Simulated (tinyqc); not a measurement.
Rectangular fin or nanosheet with a gate all round, subbands and threshold shift from confinement: one step of the calculation.

Undoped body with a flat potential across it, hard walls, transport along x. One isotropic valley (g = 1, mx = my = mz = me). Non-parabolicity enters the subband edges through E (1 + al E) = gamma, so E = 2 gamma/(1 + sqrt(1 + 4 al gamma)); motion within a subband is taken as parabolic with the band-edge mass. Energies are counted from the bulk band edge.

Problem. Lowest subbands. gamma = C pi^2 [a^2/(my (t + dl)^2) + b^2/(mz (H + dl)^2)], C = hbar^2/(2 m0). List the 5 lowest, labelled by quantum numbers, with degeneracy g and N_k: N_k = g sqrt(2 mx m0 kB T/(pi hbar^2)).

Inputs (values chosen for the exercise); masses close to those of In0.53Ga0.47As:
```
symbol,value,unit,meaning
T,300,K,temperature
me,0.0405,m0,mass at the band edge
al,1.2,1/eV,non-parabolicity
t,7.3,nm,width (along y)
dl,0.3,nm,widening of the box by penetration into the insulator
H,10.9,nm,height (along z)
```

Constants: q = 1.602176634e-19 C, kB = 1.380649e-23 J/K, hbar = 1.054571817e-34 J s, m0 = 9.1093837015e-31 kg, hbar^2/(2 m0) = 0.0380998212 eV nm^2. Results are converted to the units shown.

Wanted: E_k; g; N_k.

Solution.

| subband | E_k (eV) | g | N_k (cm^-1) |
|---|---|---|---|
| 1,1 | 0.1910 | 1 | 9.353e5 |
| 1,2 | 0.3278 | 1 | 9.353e5 |
| 2,1 | 0.4615 | 1 | 9.353e5 |
| 1,3 | 0.5121 | 1 | 9.353e5 |
| 2,2 | 0.5612 | 1 | 9.353e5 |

Range of the model: Non-parabolicity also makes carriers heavier within each subband, which is left out, so densities of states are understated at high energy.

Computed by the program tinyqc: `OMP_NUM_THREADS=1 python tinyqc.py 2350108 2350109 out.jsonl`, one thread of a shared Intel Xeon 2.30GHz, about 0.09 s for the whole run.
